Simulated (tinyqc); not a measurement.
Charge state against the Fermi level: deep level with several charge states.

Energies from Ev. The defect has charge states 0, -1, -2 with weights 1, gm exp((EF - E1)/kT), exp((2 EF - E1 - E2)/kT); the shares are the weights over their sum. Boltzmann carriers: n = Nc exp((EF - Eg)/kT), p = Nv exp(-EF/kT). Neutrality: p - n + Nd + Nt <q> = 0.

Constants: kB = 8.617333262e-05 eV/K.

Values chosen for the exercise (gap and densities of states near those of Ge at this temperature; the results hold for these values, not for the real material):

| symbol | value | unit | meaning |
|---|---|---|---|
| E1 | 0.195 | eV | level (0/-1) above Ev |
| E2 | 0.464 | eV | level (-1/-2) above Ev |
| gm | 2 |  | degeneracy of the middle state, the others 1 |
| T | 300 | K |  |

Shares:

| EF (eV) | 0 | -1 | -2 | <q> |
|---|---|---|---|---|
| 0.040 | 0.995 | 0.005 | 0.000 | -0.005 |
| 0.093 | 0.963 | 0.037 | 0.000 | -0.037 |
| 0.146 | 0.769 | 0.231 | 0.000 | -0.231 |
| 0.199 | 0.300 | 0.700 | 0.000 | -0.700 |
| 0.305 | 0.007 | 0.992 | 0.001 | -0.994 |
| 0.357 | 0.001 | 0.991 | 0.008 | -1.007 |
| 0.410 | 0.000 | 0.942 | 0.058 | -1.058 |
| 0.463 | 0.000 | 0.675 | 0.325 | -1.325 |
| 0.516 | 0.000 | 0.211 | 0.789 | -1.789 |
| 0.569 | 0.000 | 0.033 | 0.967 | -1.967 |
| 0.622 | 0.000 | 0.004 | 0.996 | -1.996 |

Give the missing row, EF (eV) = 0.252.

Computed row:
```
EF (eV)      0     -1     -2     <q>
0.252    0.052  0.948  0.000  -0.948
```

Where the levels are several kT apart the middle state rules between about E1 - kT ln gm = 0.177 and E2 + kT ln gm = 0.482 eV; its largest share listed is 0.992. Each step spreads from 10 % to 90 % over 4.4 kT = 0.114 eV.

tinyqc: `OMP_NUM_THREADS=1 python tinyqc.py 1682752 1682753 out.jsonl`; about 0.01 s, one thread, shared Intel(R) Xeon(R) Processor @ 2.30GHz.
